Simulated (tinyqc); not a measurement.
From results back to parameters: free and nearly free electrons in a metal. Three cases, with inputs chosen for the exercise.

Problem. A free-electron metal with 2 atoms in the cubic cell and z electrons an atom has EF = c kF^2/m, (hbar omega_p)^2 = 8 pi c (e^2/(4 pi eps0)) n/m and kF = (3 pi^2 n)^(1/3), c = hbar^2/2m0.

Constants: hbar^2/2m0 = 3.80998211 eV angstrom^2; e^2/(4 pi eps0) = 14.39964547 eV angstrom.

Case 1.

Values chosen (out of a larger set: near those of Li; not measured data): a = 3.471 angstrom (bcc lattice constant).

EF = 4.80449 eV
hbar omega_p = 8.12064 eV

Case 2.

Values chosen (out of a larger set: near those of Li; not measured data): a = 3.471 angstrom (bcc lattice constant).

EF = 4.80449 eV
hbar omega_p = 8.12064 eV

Case 3.

Values chosen (out of a larger set: near those of Li; not measured data): a = 3.469 angstrom (bcc lattice constant).

EF = 4.29468 eV
hbar omega_p = 7.67992 eV

Find: kF; m; z.

Solution. (hbar omega_p)^2/EF = (8/(3 pi)) (e^2/(4 pi eps0)) kF gives kF; EF then gives m, and n = kF^3/(3 pi^2) gives z.

Case 1.

kF = 1.1230 1/angstrom
m = 1.00 m0
z = 1.00

Case 2.

kF = 1.1230 1/angstrom
m = 1.00 m0
z = 1.00

Case 3.

kF = 1.1236 1/angstrom
m = 1.12 m0
z = 1.00

Computed by tinyqc, one run a case: `OMP_NUM_THREADS=1 python tinyqc.py N N+1 out.jsonl` with N = 1681551, 1681843, 1682242; one thread of a shared Intel(R) Xeon(R) Processor @ 2.30GHz, about 0.01 s a run at most.
